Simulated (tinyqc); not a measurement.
Millisecond and nanosecond annealing: surface heating, thermal budget and solid-phase regrowth: one step, computed by the program tinyqc.

A square pulse heats the surface of a thick wafer with constant thermal properties; losses by radiation are neglected and silicon melts at 1414 C.

Problem. Temperature in depth and time. Absorbed flux q = (1 - R) fluence/t_p; kappa = k/c. With f(z, t) = (2 q/k) sqrt(kappa t) ierfc(z/(2 sqrt(kappa t))), ierfc(x) = exp(-x^2)/sqrt(pi) - x erfc(x): T = T0 + f(z, t) during the pulse and T0 + f(z, t) - f(z, t - t_p) after it.

Inputs (values chosen for the exercise, modelled on hot silicon with phosphorus):
```
quantity                      value        unit
incident fluence              0.624      J/cm^2
pulse length t_p            2.8e-07           s
reflectance R                   0.4           -
thermal conductivity k         0.27    W/(cm K)
heat capacity per volume c     2.15  J/(cm^3 K)
preheat temperature T0          200           C
```

Source: pulsed laser.

thermal length sqrt(kappa t_p) = 1.875174 um

Give: Temperature (C).

Solution.

Temperature (C):
```
t/t_p  surface  z = 0.5 thermal lengths   z = 1   z = 2
0.10     531.4                   254.99  203.66  200.00
0.25     723.9                   385.40  246.67  200.91
0.50     941.0                   567.37  354.74  215.77
0.75    1107.5                   717.75  465.58  248.89
1.00    1247.9                   848.37  570.80  293.34
1.10     967.7                   841.56  607.43  313.06
1.50     742.4                   704.79  608.13  382.13
2.00     634.0                   615.30  563.94  416.15
4.00     480.8                   475.76  461.23  410.44
10.00    370.0                   368.93  365.62  353.04
```

One tenth of a pulse length after the end the surface has lost 280 C: cooling starts as sqrt(t - t_p), much faster than heating ends. Caution: cold silicon conducts heat several times better than the constant k used here, so the real melting fluence is higher.
